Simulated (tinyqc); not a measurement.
# Worked calculation: electron mobility in a silicon inversion layer, empirical terms and Matthiessen rule

Numbers from tinyqc (`OMP_NUM_THREADS=1 python tinyqc.py 2510119 2510120 out.jsonl`; about 0.01 s on one thread of a shared Intel Xeon 2.30GHz). Printed values are rounded.

Inversion layer of sheet density Ns on a uniformly doped body, under a high-permittivity gate with an interlayer. The mobility terms are empirical power laws with prefactors chosen for the exercise; adding their inverses (Matthiessen) is itself an approximation.

Parameters, values chosen for the exercise; material values close to those of silicon: temperature T = 250 K; band gap Eg = 1.13 eV; relative permittivity of the semiconductor eps_r = 11.6; conduction-band density of states at T Nc = 2.15e19 cm^-3; valence-band density of states at T Nv = 1.99e19 cm^-3; body doping Nb = 2.8e18 cm^-3; reverse body bias Vsb = 0 V; weight of the inversion charge in the effective field eta = 0.5; gate capacitance Cox = 0.6 uF/cm^2; phonon-limited mobility at 1 MV/cm and 300 K Ap = 422 cm^2/(V s); roughness-limited mobility at 1 MV/cm As = 1190 cm^2/(V s); exponent of the roughness term gs = 2; Coulomb prefactor Ac = 2300 cm^2/(V s); charge at the interface Nit = 1.9e12 cm^-2; remote-phonon mobility without interlayer Ar = 160 cm^2/(V s); interlayer thickness ti = 0.4 nm; decay length of remote phonons lr = 0.8 nm; inversion density Ns = 1.6e12 cm^-2; ratio W/L WL = 20; drain voltage Vd = 0.02 V; measured linear current I = 5.13 uA.

Constants: q = 1.602176634e-19 C, kB = 1.380649e-23 J/K, Vt = kB T/q, eps0 = 8.8541878128e-14 F/cm where lengths are in cm. Results are converted to the units shown.

## Depletion charge and effective field

ni = sqrt(Nc Nv) exp(-Eg/(2 Vt)), Eg in volts; Ndep = sqrt(2 eps0 eps_r Nb (2 Vt ln(Nb/ni) + Vsb)/q); E = q (Ndep + eta Ns)/(eps0 eps_r), in MV/cm.

ni = 8.42844e7 cm^-3
Ndep = 6.12151e12 cm^-2
E = 1.07970 MV/cm

The depletion charge gives 88.4 % of the field.

## Mobility terms and their sum

With t = T/(300 K): muC = Ac (Ns/1e12 cm^-2) t/(Nb/1e17 cm^-3 + Nit/1e11 cm^-2), muP = Ap E^(-1/3) t^(-1.75), muS = As E^(-gs), muR = Ar exp(2 ti/lr)/t; 1/mu is the sum of the inverses.

terms (cm^2/(V s)): Coulomb 65.2482, phonon 565.950, roughness 1020.79, remote phonon 521.910
mu = 50.0283 cm^2/(V s)
shares of 1/mu (%): Coulomb 76.6738, phonon 8.83970, roughness 4.90092, remote phonon 9.58561

The Coulomb term limits most.

## Iteration 1: inversion density for the measured current

Ns at the start = 8e11 cm^-2

I = (W/L) q Ns mu Vd. E = q (Ndep + eta Ns)/(eps0 eps_r) in MV/cm. With t = T/(300 K): muC = Ac (Ns/1e12 cm^-2) t/(Nb/1e17 cm^-3 + Nit/1e11 cm^-2), muP = Ap E^(-1/3) t^(-1.75), muS = As E^(-gs), muR = Ar exp(2 ti/lr)/t; 1/mu is the sum of the inverses. Ns(new) = I/((W/L) q mu Vd).

E = 1.01731 MV/cm
mu = 28.4332 cm^2/(V s)
Ns after iteration 1 = 2.81527e12 cm^-2

## Iteration 2: inversion density for the measured current

As before.

E = 1.17449 MV/cm
mu = 73.5150 cm^2/(V s)
Ns after iteration 2 = 1.08886e12 cm^-2

The value that enters this step is an overshoot, farther from the solution than the start was, so its intermediate quantities are not physical.

## Course of the iteration: inversion density for the measured current

Stop when Ns changes by less than 1e5 cm^-2, or after 120 iterations.

Course of the iteration:

| iteration | Ns (cm^-2) | \|change\| (cm^-2) |
|---|---|---|
| 1 | 2.81527e12 | 2.02e12 |
| 2 | 1.08886e12 | 1.73e12 |
| 3 | 2.16850e12 | 1.08e12 |
| 4 | 1.28690e12 | 8.82e11 |
| 5 | 1.89394e12 | 6.07e11 |
| 6 | 1.41400e12 | 4.80e11 |
| 7 | 1.75869e12 | 3.45e11 |
| 8 | 1.49169e12 | 2.67e11 |
| 9 | 1.68753e12 | 1.96e11 |
| ... | ... | ... |
| 52 | 1.60002e12 | 9.40e5 |
| 53 | 1.60002e12 | 7.07e5 |
| 54 | 1.60002e12 | 5.31e5 |
| 55 | 1.60002e12 | 4.00e5 |
| 56 | 1.60002e12 | 3.01e5 |
| 57 | 1.60002e12 | 2.26e5 |
| 58 | 1.60002e12 | 1.70e5 |
| 59 | 1.60002e12 | 1.28e5 |
| 60 | 1.60002e12 | 9.61e4 |

Converged in 60 iterations. At the end each change is about 0.75 times the one before, with alternating sign: linear convergence.

## Split C-V extraction

| point | Vg (V) | Cgc (uF/cm^2) | I (uA) |
|---|---|---|---|
| 0 | 0.2 | 2.79525e-5 | 5.40576e-11 |
| 1 | 0.25 | 1.90250e-4 | 2.50484e-9 |
| 2 | 0.3 | 0.00129285 | 1.15880e-7 |
| 3 | 0.35 | 0.00869294 | 5.30332e-6 |
| 4 | 0.4 | 0.0545882 | 2.26240e-4 |
| 5 | 0.45 | 0.243152 | 0.00666418 |
| 6 | 0.5 | 0.493597 | 0.0723188 |
| 7 | 0.55 | 0.581585 | 0.284746 |
| 8 | 0.6 | 0.597222 | 0.656809 |
| 9 | 0.65 | 0.599590 | 1.17047 |
| 10 | 0.7 | 0.599940 | 1.81028 |
| 11 | 0.75 | 0.599991 | 2.56369 |
| 12 | 0.8 | 0.599999 | 3.41969 |

Q(Vg) is the trapezoid sum of Cgc from the first point (where Q is taken as 0); mu_eff = I/((W/L) Q Vd); mu_FE = (dI/dVg)/((W/L) Cox Vd) with a backward difference. Listed from point 4 on.

| point | Q (uC/cm^2) | mu_eff (cm^2/(V s)) | mu_FE (cm^2/(V s)) |
|---|---|---|---|
| 4 | 0.00187421 | 0.301781 | 0.0184114 |
| 5 | 0.00931772 | 1.78804 | 0.536495 |
| 6 | 0.0277364 | 6.51839 | 5.47122 |
| 7 | 0.0546160 | 13.0340 | 17.7023 |
| 8 | 0.0840862 | 19.5279 | 31.0053 |
| 9 | 0.114006 | 25.6668 | 42.8051 |
| 10 | 0.143995 | 31.4296 | 53.3172 |
| 11 | 0.173993 | 36.8361 | 62.7841 |
| 12 | 0.203993 | 41.9095 | 71.3339 |

At the last point mu_FE is 70 % above mu_eff.
